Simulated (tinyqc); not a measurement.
Inside a calculation. Method: empirical pseudopotential in a few plane waves. Computed by tinyqc, a small Python program that keeps every step. Settings: plane-wave index or count = 15. Command: `OMP_NUM_THREADS=1 python tinyqc.py 27708 27709 out.jsonl` (the two numbers bound the seeds that draw the settings). One thread of a shared host (Intel(R) Xeon(R) Processor @ 2.60GHz), about 0.2 s of CPU time with the checks.

## Bloch Hamiltonian at k

Parameters chosen for this model: fcc lattice, atoms at +/- a/8 (1,1,1); form factors in rydberg at |G|^2 in units of (2 pi/a)^2:
```
parameter                 value      unit
a                      6.060000  angstrom
VS(3)                 -0.199000        Ry
VS(8)                 -0.005000        Ry
VS(11)                 0.044000        Ry
VA(3)                         0        Ry
VA(4)                         0        Ry
VA(11)                        0        Ry
hbar^2/2m (2 pi/a)^2   4.095787        eV
```

k point k (2 pi / a): [0.36000, 0.18000, 0.09000]

Basis: the 15 shortest G (labels in 2 pi/a), the same at every k. H(G,G') = c |k + G|^2 delta + VS(|G-G'|^2) cos((G-G').tau) + i VA sin((G-G').tau), tau = a/8 (1,1,1); 1 Ry = 13.605693 eV.

H(k) at k (eV), order +0+0+0, -1-1-1, -1-1+1, -1+1-1, -1+1+1, +1-1-1, +1-1+1, +1+1-1, +1+1+1, -2+0+0, +0-2+0, +0+0-2, +0+0+2, +0+2+0, +2+0+0:
```
[[0.69669, 1.91451, -1.91451, -1.91451, -1.91451, -1.91451, -1.91451, -1.91451, 1.91451, 0.00000, 0.00000, 0.00000, 0.00000, 0.00000, 0.00000],
 [1.91451, 7.82336, 0.00000, 0.00000, 0.06803, 0.00000, 0.06803, 0.06803, 0.00000, -1.91451, -1.91451, -1.91451, -0.42331, -0.42331, -0.42331],
 [-1.91451, 0.00000, 9.29785, -0.06803, 0.00000, -0.06803, 0.00000, 0.00000, 0.06803, -1.91451, -1.91451, 0.42331, 1.91451, -0.42331, -0.42331],
 [-1.91451, 0.00000, -0.06803, 10.77233, 0.00000, -0.06803, 0.00000, 0.00000, 0.06803, -1.91451, 0.42331, -1.91451, -0.42331, 1.91451, -0.42331],
 [-1.91451, 0.06803, 0.00000, 0.00000, 12.24681, 0.00000, -0.06803, -0.06803, 0.00000, 1.91451, -0.42331, -0.42331, -1.91451, -1.91451, 0.42331],
 [-1.91451, 0.00000, -0.06803, -0.06803, 0.00000, 13.72130, 0.00000, 0.00000, 0.06803, 0.42331, -1.91451, -1.91451, -0.42331, -0.42331, 1.91451],
 [-1.91451, 0.06803, 0.00000, 0.00000, -0.06803, 0.00000, 15.19578, -0.06803, 0.00000, -0.42331, 1.91451, -0.42331, -1.91451, 0.42331, -1.91451],
 [-1.91451, 0.06803, 0.00000, 0.00000, -0.06803, 0.00000, -0.06803, 16.67026, 0.00000, -0.42331, -0.42331, 1.91451, 0.42331, -1.91451, -1.91451],
 [1.91451, 0.00000, 0.06803, 0.06803, 0.00000, 0.06803, 0.00000, 0.00000, 18.14475, -0.42331, -0.42331, -0.42331, -1.91451, -1.91451, -1.91451],
 [0.00000, -1.91451, -1.91451, -1.91451, 1.91451, 0.42331, -0.42331, -0.42331, -0.42331, 11.18191, -0.06803, -0.06803, 0.06803, 0.06803, 0.00000],
 [0.00000, -1.91451, -1.91451, 0.42331, -0.42331, -1.91451, 1.91451, -0.42331, -0.42331, -0.06803, 14.13088, -0.06803, 0.06803, 0.00000, 0.06803],
 [0.00000, -1.91451, 0.42331, -1.91451, -0.42331, -1.91451, -0.42331, 1.91451, -0.42331, -0.06803, -0.06803, 15.60536, 0.00000, 0.06803, 0.06803],
 [0.00000, -0.42331, 1.91451, -0.42331, -1.91451, -0.42331, -1.91451, 0.42331, -1.91451, 0.06803, 0.06803, 0.00000, 18.55433, -0.06803, -0.06803],
 [0.00000, -0.42331, -0.42331, 1.91451, -1.91451, -0.42331, 0.42331, -1.91451, -1.91451, 0.06803, 0.00000, 0.06803, -0.06803, 20.02881, -0.06803],
 [0.00000, -0.42331, -0.42331, -0.42331, 0.42331, 1.91451, -1.91451, -1.91451, -1.91451, 0.00000, 0.06803, 0.06803, -0.06803, -0.06803, 22.97778]]
```

## Levels at k

Diagonalise the Hermitian matrix.

eigenvalues (eV): [-1.48493, 5.44168, 8.10968, 8.59639, 11.04609, 11.95917, 13.63022, 13.72509, 15.31044, 16.76194, 17.17537, 18.44020, 21.12786, 22.24255, 24.96647]

## Bands along a path

The same steps at evenly spaced points between the labelled ones.

Bands along the path (eV), lowest eight:
```
k           band 1   band 2   band 3   band 4    band 5    band 6    band 7    band 8
L         -0.06382  2.62988  8.51753  8.51753   9.43449  13.17972  13.17972  15.27298
L-G 0.33  -0.96883  3.99336  8.59145  8.59145   9.62423  13.15863  13.15863  15.34340
L-G 0.67  -1.78278  6.32810  8.97968  8.97968  10.13716  12.79809  12.86421  12.86421
G         -2.07158  8.55279  9.27836  9.27836   9.27836  12.35539  12.35539  12.35539
G-X 0.33  -1.68402  6.17654  8.47602  8.47602  11.05570  11.49762  13.74298  13.74298
G-X 0.67  -0.54096  3.73279  7.58868  7.58868  10.10867  10.87578  16.04349  16.33151
X          1.29245  1.61739  7.38255  7.38255   9.75382  10.21383  19.22929  19.38328
```

With 4 band(s) filled, the highest filled level on these points lies at G and the lowest empty one at G: the bands touch or overlap, so there is no gap. This holds for the small fixed basis; with all plane waves up to |k + G|^2 = 21 (2 pi/a)^2 the gap along the path is 0.00 eV.

## Convergence with the number of plane waves

Levels at G counted from the fourth one.

Levels (eV):
```
plane waves    level 1  level 5  level 8
9            -14.42697        0        0
15           -11.34994        0  3.07703
27           -10.93624        0  2.83062
51           -10.81861        0  2.99116
59           -10.81264        0  2.90142
65           -10.81947        0  2.89099
89           -10.81072        0  2.89303
```
